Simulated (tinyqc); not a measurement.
What moves the results: valley splitting of a silicon quantum well in envelope theory. A value that a table varies takes the place of the one given here.

The well lies at 0 < z < L; U(z) = V0 [1/(1 + exp(z/w)) + 1/(1 + exp((L - z)/w))] - e F z, 1 mV/nm = 1e-4 eV/angstrom. The envelope psi solves -(c/ml) psi'' + U psi = E psi, c = hbar^2/2m0, by three-point differences on a grid of 0.1 angstrom from -40 to L + 40 angstrom. The two valleys at +/- k0 couple through D = C0 times the integral of exp(-i q z) U(z) psi^2, q = 2 k0 (2 pi/a), and split by Ev = 2|D|.

Random alloy: with Y(z) = Yw + (Yb - Yw) B(z), B the bracket in U, and in-plane density exp(-r^2/ad^2)/(pi ad^2), D gains a random complex part of variance sigma^2 = (C0^2/pi)(a^2 V0/(8 ad (Yb - Yw)))^2 (4/a) times the integral of psi^4 Y (1 - Y). Alone it gives a mean splitting sqrt(pi) sigma; together with the smooth part the rms splitting is 2 sqrt(|D|^2 + sigma^2).

Constants: hbar^2/2m0 = 3.80998211 eV angstrom^2.

Values chosen for the exercise (near those of a strained Si well in SiGe; the results hold for these values, not for the real material):

| symbol | value | unit | meaning |
|---|---|---|---|
| L | 60 | angstrom | well width |
| V0 | 0.19 | eV | conduction offset |
| ml | 0.924 | m0 | mass along z |
| F | 4.5 | mV/nm | field pressing towards the upper interface |
| k0 | 0.844 | 2 pi/a | valley position |
| a | 5.431 | angstrom | lattice constant |
| C0 | 0.271 |  | Bloch overlap factor |
| Yb | 0.27 |  | Ge share of the barrier |
| Yw | 0.05 |  | Ge share of the well |
| ad | 130 | angstrom | dot radius |
| ws | (0.4, 0.5, 0.9, 1.6, 2.1, 2.7, 4.8) | angstrom | interface widths |
| Ls | (60, 61.4, 62.7, 64.1, 65.4, 66.8, 68.1, 69.5) | angstrom | widths in steps of one atomic layer, a/4, rounded to the grid |
| F2 | 0.5 | mV/nm | second field, zero or weak |
| w1 | 0.8 | angstrom | interface width for this table |
| w | 0.4 | angstrom | interface width parameter |

## Sharpness of the interface

The smooth part 2|D| and the disorder part against w, beside y/sinh(y) with y = pi q w. The 12 to 88 % width of the step is 4w.

Results:

| w (angstrom) | 4w (angstrom) | 2\|D\| (micro-eV) | y/sinh(y) | sqrt(pi) sigma (micro-eV) |
|---|---|---|---|---|
| 0.4 | 1.6 | 73.22 | 0.42 | 187.9 |
| 0.5 | 2.0 | 49.29 | 0.29 | 188.0 |
| 0.9 | 3.6 | 7.13 | 0.044 | 188.6 |
| 1.6 | 6.4 | 0.15 | 0.0011 | 190.2 |
| 2.1 | 8.4 | 0.01 | 6.5e-05 | 191.8 |
| 2.7 | 10.8 | 0.00 | 2.1e-06 | 194.2 |
| 4.8 | 19.2 | 0.00 | 9.6e-12 | 205.9 |

The smooth part needs a Fourier component of U psi^2 at a wavelength of 3.22 angstrom; from the first row to the third it falls by a factor 10.3, while y/sinh(y) falls by 9.62 (the envelope near the step and the phase between the two interfaces change too). The disorder part goes from 187.9 to 205.9 micro-eV. It exceeds the smooth part in every row.

## Adding atomic layers

The smooth splitting Ev = 2|D| with w = w1, at the field F2 and at F.

Results:

| L (angstrom) | q L mod 2 pi | Ev at F2 (micro-eV) | Ev at F (micro-eV) |
|---|---|---|---|
| 60.0 | 4.07 | 8.68 | 12.0 |
| 61.4 | 0.53 | 6.59 | 10.9 |
| 62.7 | 3.06 | 4.54 | 9.99 |
| 64.1 | 5.80 | 8.14 | 11.5 |
| 65.4 | 2.05 | 1.02 | 9.22 |
| 66.8 | 4.79 | 7.52 | 11.1 |
| 68.1 | 1.04 | 3.60 | 9.64 |
| 69.5 | 3.78 | 5.31 | 10.1 |

At F2 the splitting swings between 1.02 and 8.68 micro-eV, a ratio of 8.5, as the two interfaces add with the phase q L, which advances on average by 2.65 rad a layer. At F the ratio is 1.30, where in the first row psi^2 at the upper interface is 6.04 times that at the lower one: the field unbalances the two contributions, which fills in the minima.

## What each parameter does

Orbital spacing, psi^2 at z = L, the smooth splitting and sigma; V0 is held fixed when Yw changes. Each row changes one parameter from the base and keeps the others.

Results:

| case | E2 - E1 (meV) | psi^2(L) (1e-3/angstrom) | 2\|D\| (micro-eV) | sigma (micro-eV) |
|---|---|---|---|---|
| base | 26.80 | 2.755 | 73.22 | 106.0 |
| ad = 170 angstrom | 26.80 | 2.755 | 73.22 | 81.1 |
| Yw = 0.08 | 26.80 | 2.755 | 73.22 | 152.7 |
| L = 66 angstrom | 23.54 | 2.560 | 62.10 | 103.4 |
| V0 = 0.237 eV | 27.54 | 2.228 | 74.81 | 133.0 |
| w = 0.28 angstrom | 26.74 | 2.787 | 108.87 | 106.0 |
| F = 6.75 mV/nm | 28.56 | 3.716 | 90.94 | 109.1 |
| k0 = 0.824 2 pi/a | 26.80 | 2.755 | 56.53 | 106.0 |
| C0 = 0.325 | 26.80 | 2.755 | 87.81 | 127.1 |

The largest shifts from the base row, up to three for each result and ties (the steps differ in size, so this ranks the rows, not the parameters). E2 - E1 (meV): L -3.26, F +1.76, V0 +0.74; unchanged at the printed digits by ad, Yw, k0 and C0. psi^2(L) (1e-3/angstrom): F +0.962, V0 -0.527, L -0.195; unchanged at the printed digits by ad, Yw, k0 and C0. 2|D| (micro-eV): w +35.66, F +17.72, k0 -16.68; unchanged at the printed digits by ad and Yw. sigma (micro-eV): Yw +46.7, V0 +27.0, ad -24.9; unchanged at the printed digits by w and k0.

Program tinyqc; command `OMP_NUM_THREADS=1 python tinyqc.py 1281561 1281562 out.jsonl`; about 0.1 s on one thread of a shared Intel(R) Xeon(R) Processor @ 2.30GHz.
